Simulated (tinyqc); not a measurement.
Oxide trap near a transistor channel: two-state multiphonon kinetics, telegraph noise and bias instability. Which input was changed? Computed by tinyqc, a small Python program. Command: `OMP_NUM_THREADS=1 python tinyqc.py 3018901 3018902 out.jsonl oxidetrap which`. One thread of a shared host (Intel(R) Xeon(R) Processor @ 2.30GHz), about 0.05 s of CPU time with the checks.

An n-channel device under positive gate bias. The trap is empty (state 1) or holds an electron (state 2); both states are parabolas of equal curvature, and the electron reservoir is taken at the Fermi level of the channel.

Inputs (values chosen for the exercise, with an insulator like SiO2 on silicon):
```
quantity                                value   unit
insulator constant eps_ox                4.03      -
insulator thickness t_ox                  2.1     nm
trap depth x from the interface          0.35     nm
tunnel barrier phi_b                     3.09     eV
tunnelling mass m_ox                     0.39    m_0
trap level above E_F at zero field E_t  0.079     eV
relaxation energy E_R                     2.8     eV
oxide field F                             4.2  MV/cm
attempt rate k_0 at the interface       8e+12    1/s
temperature T                             350      K
channel width W                           170     nm
channel length L                           21     nm
frequency f                                 1     Hz
stress time t_s                          4000      s
```

Parts treated: one trap.

Constants: hbar^2/(2 m_0) = 3.80998212 eV angstrom^2; k_B = 8.617333262e-05 eV/K; e = 1.602176634e-19 C; eps_0 = 8.8541878128e-12 F/m.

Method:
- kappa = sqrt(2 m_ox phi_b)/hbar = sqrt(m_ox phi_b/(hbar^2/2m_0)); attenuation length lambda = 1/(2 kappa); factor exp(-x/lambda) for a rectangular barrier.
- E_21 = E_t - e F x is the energy of state 2 over state 1; barriers E_c = (E_R + E_21)^2/(4 E_R), E_e = E_c - E_21; tau_c = exp(E_c/k_B T)/(k_0 P), tau_e = exp(E_e/k_B T)/(k_0 P), P the tunnelling factor; occupation f_2 = tau_e/(tau_c + tau_e); 1/tau_0 = 1/tau_c + 1/tau_e.
- Charge-sheet step dV = e (t_ox - x)/(eps_ox eps_0 W L); Lorentzian spectrum S(f) = 4 dV^2 tau_0^2/((tau_c + tau_e)(1 + (2 pi f tau_0)^2)); corner 1/(2 pi tau_0); variance dV^2 f_2 (1 - f_2) = dV^2 tau_0/(tau_c + tau_e).
- From the zero-field occupation f(0), f(t) = f_2 + (f(0) - f_2) exp(-t/tau_0) under the field; after t_s the field is removed and f relaxes with the zero-field constants.

Question. One of these inputs alone was changed, within the range given: relaxation energy E_R (1.4 to 5.6); oxide field F (2.1 to 8.4); temperature T (175 to 550); tunnel barrier phi_b (1.545 to 6.18). Which one, and to what value?

Results:
```
run     half-time of recovery (s)  capture time tau_c (s)  threshold step dV (mV)
before                 0.01366940              0.02526865                2.201032
after                  0.00006832              0.00012820                2.201032
```

Answer.

Each candidate set to reproduce half-time of recovery, and what it then gives:
```
candidate                   range searched  value needed  capture time tau_c (s)  threshold step dV (mV)
relaxation energy E_R (eV)      1.4 to 5.6         2.160              1.2612e-04                  2.2010
oxide field F (MV/cm)           2.1 to 8.4     no effect                       -                       -
temperature T (K)               175 to 550         460.0              1.2820e-04                  2.2010
tunnel barrier phi_b (eV)    1.545 to 6.18  out of reach                       -                       -
```

Only temperature T fits every result: it went from 350 to 460 K. The next best candidate, relaxation energy E_R, misses one result by 1.6 %.
